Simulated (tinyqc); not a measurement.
Single-junction solar cell, detailed-balance limit: effect of the cell temperature.

Every photon above the gap Eg makes one pair and none below is absorbed; carriers thermalise at T and move without loss. Jsc = q fs X Phi(Eg, Ts); the dark current is J0 = q ge Phi(Eg, T)/ERE with the Boltzmann factor exp(V/Vt). The efficiency is the electrical power over fs X sigma Ts^4.

Photon flux above E from a black body at temperature T into a hemisphere: Phi(E, T) = A sum_k exp(-k E/th)[E^2 th/k + 2 E th^2/k^2 + 2 th^3/k^3], k = 1, 2, ..., with th = kB T/q in eV and A = 2 pi q^3/(h^3 c^2). J(V) = Jsc - J0 (exp(V/Vt) - 1); Voc = Vt ln(1 + Jsc/J0); at maximum power v = Vmp/Vt solves (1 + v) exp(v) = 1 + Jsc/J0. Pin = fs X sigma Ts^4, sigma = 2 pi^5 kB^4/(15 h^3 c^2). FF = Vmp Jmp/(Voc Jsc).

Values chosen for this exercise:
- Ts = 5760 K (temperature of the black-body sun)
- fs = 2.16e-5 (share of the hemisphere filled by the sun)
- X = 1 (concentration)
- ERE = 0.3 (external radiative efficiency)
- ge = 1 (number of faces that emit)
- Eg = 2.04 eV (band gap)

Constants: q = 1.602176634e-19 C, kB = 1.380649e-23 J/K, h = 6.62607015e-34 J s, c = 299792458 m/s, Vt = kB T/q. Results are converted to the units shown.

The same in every row: Jsc (mA/cm^2) = 18.73.

Result of one run:

| T (K) | Voc (V) | Eg/q - Voc (V) | FF | efficiency (%) |
|---|---|---|---|---|
| 240 | 1.783 | 0.2568 | 0.9373 | 23.22 |

What becomes of these results when the cell temperature T is changed from 240 to 320 K, all else the same?

Result of the changed run:

| T (K) | Voc (V) | Eg/q - Voc (V) | FF | efficiency (%) |
|---|---|---|---|---|
| 320 | 1.689 | 0.3506 | 0.9176 | 21.54 |

The whole series:

| T (K) | Voc (V) | Eg/q - Voc (V) | FF | efficiency (%) |
|---|---|---|---|---|
| 200 | 1.829 | 0.2108 | 0.9470 | 24.07 |
| 240 | 1.783 | 0.2568 | 0.9373 | 23.22 |
| 280 | 1.737 | 0.3035 | 0.9275 | 22.38 |
| 320 | 1.689 | 0.3506 | 0.9176 | 21.54 |
| 360 | 1.642 | 0.3982 | 0.9076 | 20.70 |
| 400 | 1.594 | 0.4462 | 0.8973 | 19.87 |
| 440 | 1.545 | 0.4945 | 0.8868 | 19.04 |
| 480 | 1.497 | 0.5432 | 0.8760 | 18.22 |

As T goes from 200 to 480 K, Jsc stays at 18.7 mA/cm^2, Voc falls from 1.83 to 1.50 V and the efficiency falls from 24.1 to 18.2 %. Voc changes by -1.19 mV/K on average with Eg fixed, and the efficiency by -0.099 % of itself per kelvin.

Program tinyqc, `OMP_NUM_THREADS=1 python tinyqc.py 2820017 2820018 out.jsonl`; Intel Xeon 2.30GHz, shared host, one thread, about 0.01 s.
